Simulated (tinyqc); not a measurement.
p-type polysilicon, carrier trapping at grain boundaries: two steps of the calculation.

One-dimensional grains of size Lg, uniform ionised doping N, monovalent traps Qt at each boundary at a depth Et below (for electrons) or above (for holes) the band edge there, abrupt depletion of width W on each side of a boundary, Boltzmann statistics. xi is the distance from the band edge at the grain centre to the Fermi level. Trapped charge Qt/(1 + exp((xi + VB - Et)/Vt)) = 2 N W, barrier VB = q N W^2/(2 eps0 eps_r).

Values chosen for this exercise; values of the order met in polycrystalline silicon:
```
symbol    value   unit                                                              meaning
T           350      K                                                          temperature
eps_r      11.7                                                       relative permittivity
NB      3.34e19  cm^-3                                  valence-band density of states at T
Lg           58     nm                                                           grain size
Qt       5.8e11  cm^-2                                     trap density of a grain boundary
Et         0.39     eV  depth of the trap level from the majority band edge at the boundary
N        4.4e17  cm^-3                                                               doping
```

Constants: q = 1.602176634e-19 C, kB = 1.380649e-23 J/K, Vt = kB T/q, eps0 = 8.8541878128e-14 F/cm where lengths are in cm. Results are converted to the units shown.

Task 1. New W. Partly depleted grain, xi = Vt ln(NB/N): f = 1/(1 + exp((xi + VB - Et)/Vt)), g = Qt f - 2 N W, g' = -2 Qt f (1 - f) VB/(W Vt) - 2 N, W(new) = W - g/g'.

W at the start = 4 nm

Find: VB; f; g; g'; W after iteration 1.

Result 1.

VB = 0.0054440 V
f = 0.99978
g = 2.2787e11 cm^-2
g' = -8.8012e10 cm^-2/nm
W after iteration 1 = 6.5891 nm

Task 2. Depletion width, Fermi level and barrier. If the trap equation with xi = Vt ln(NB/N) has a root W < Lg/2, the grain is partly depleted; otherwise W = Lg/2 and the trap equation gives xi = Et - VB + Vt ln(Qt/(N Lg) - 1). N* = Qt/Lg.

Find: N*; W; xi; VB; share of traps filled.

Result 2.

N* = 1.0000e17 cm^-3
W = 6.5889 nm
xi = 0.13058 V
VB = 0.014772 V
share of traps filled = 0.99970

N is 4.40 N*, and the grain is partly depleted; VB = 0.490 Vt.

Program tinyqc, `OMP_NUM_THREADS=1 python tinyqc.py 2830207 2830208 out.jsonl`; Intel Xeon 2.30GHz, shared host, one thread, about 0.01 s.
